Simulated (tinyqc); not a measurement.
# Worked calculation: capacitance of parallel on-chip lines from Laplace's equation on a mesh

tinyqc, about 0.9 s, one thread, Intel Xeon 2.30GHz (shared host): `OMP_NUM_THREADS=1 python tinyqc.py 2790223 2790224 out.jsonl` Printed values are rounded.

Cross-section of an endless row of equal lines between two grounded planes; neighbours are driven in antiphase (+1 V and -1 V), so the plane midway between two lines is at 0 V. By symmetry one quarter is solved: x runs from the centre of a line (column 0, mirror) to that midplane (column 3, 0 V), y from the mid-height of the line (row 0, mirror) to the ground plane (row 5, 0 V). The line fills columns 0 to 1 and rows 0 to 2 at 1 V. Cells beside the line (below row 2) have e2, cells above have e1. Each link between nodes has the conductance g = mean permittivity of the two cells beside it (a cell beyond a mirror counts as 0), and the free nodes obey sum g (V_neighbour - V) = 0.

Parameters, values chosen for the exercise:
```
symbol,value,unit,meaning
e1,2.7,,relative permittivity above and below the lines
e2,3.9,,relative permittivity between the lines
om,1.4,,over-relaxation factor
```

Constants: eps0 = 8.8541878128e-12 F/m. Results are converted to the units shown.

## Link conductances

gx[j, i] joins node (row j, column i) to column i + 1, gy[j, i] to row j + 1.

gx:
```
       col 0  col 1  col 2
row 0   1.95   1.95   1.95
row 1    3.9    3.9    3.9
row 2    3.3    3.3    3.3
row 3    2.7    2.7    2.7
row 4    2.7    2.7    2.7
row 5   1.35   1.35   1.35
```

gy:
```
       col 0  col 1  col 2  col 3
row 0   1.95    3.9    3.9   1.95
row 1   1.95    3.9    3.9   1.95
row 2   1.35    2.7    2.7   1.35
row 3   1.35    2.7    2.7   1.35
row 4   1.35    2.7    2.7   1.35
```

## Iteration 1: relaxation sweep

V at the start (V):
```
       col 0  col 1  col 2  col 3
row 0      1      1      0      0
row 1      1      1      0      0
row 2      1      1      0      0
row 3      0      0      0      0
row 4      0      0      0      0
row 5      0      0      0      0
```

One sweep visits the free nodes row by row from row 0, left to right, and replaces V by V + om (weighted mean of the neighbours - V), using new values at once.

V after sweep 1 (V):
```
         col 0    col 1    col 2    col 3
row 0  1.00000  1.00000  0.35000  0.00000
row 1  1.00000  1.00000  0.47250  0.00000
row 2  1.00000  1.00000  0.54544  0.00000
row 3  0.35000  0.47250  0.35628  0.00000
row 4  0.12250  0.20825  0.19759  0.00000
row 5  0.00000  0.00000  0.00000  0.00000
```

## Iteration 2: relaxation sweep

As before.

V after sweep 2 (V):
```
         col 0    col 1    col 2    col 3
row 0  1.00000  1.00000  0.54075  0.00000
row 1  1.00000  1.00000  0.54117  0.00000
row 2  1.00000  1.00000  0.45770  0.00000
row 3  0.58362  0.56285  0.28384  0.00000
row 4  0.30104  0.28822  0.12118  0.00000
row 5  0.00000  0.00000  0.00000  0.00000
```

## Course of the relaxation

Stop when no node changes by 1e-7 V. C = 4 eps0 sum g (difference of V along the link)^2, in aF/um.

Course of the iteration:
```
sweep  C (aF/um)  largest change (V)
1        258.340               0.545
2        240.082               0.234
3        237.909              0.0681
4        237.247              0.0564
5        237.106              0.0281
6        237.069              0.0155
7        237.068             1.66e-3
8        237.067             1.02e-3
9        237.067             4.27e-4
10       237.067             3.12e-4
11       237.067             1.49e-4
12       237.067             2.51e-5
13       237.067             1.05e-5
14       237.067             6.89e-6
15       237.067             2.64e-6
16       237.067             9.40e-7
17       237.067             5.10e-7
18       237.067             1.04e-7
19       237.067             3.40e-8
```

Converged in 19 sweeps. Over the last four sweeps the change shrinks by about 0.34 a sweep. C comes down from above, since the solution minimises the energy.

## Capacitance per length

converged V (V):
```
         col 0    col 1    col 2    col 3
row 0  1.00000  1.00000  0.49275  0.00000
row 1  1.00000  1.00000  0.48549  0.00000
row 2  1.00000  1.00000  0.44922  0.00000
row 3  0.57247  0.51734  0.27270  0.00000
row 4  0.25522  0.22420  0.12422  0.00000
row 5  0.00000  0.00000  0.00000  0.00000
```

C = 4 eps0 sum g (difference of V)^2 over all links (twice the energy of the four quarters, line at 1 V). Plate estimate without fringing: eps0 [2 e1 w/hd + 2 e2 t/(s/2)], w = 2 hx, t = 4 hx, s/2 = 2 hx, hd = 3 hx.

C = 237.067 aF/um
plate estimate = 170.000 aF/um

C depends on the shape only, not on the mesh step hx. Meshes 6, 12 and 24 times finer extrapolate (Aitken) to 226.1 aF/um; this mesh is 4.8 % above that, and the plate estimate is 25 % below it.
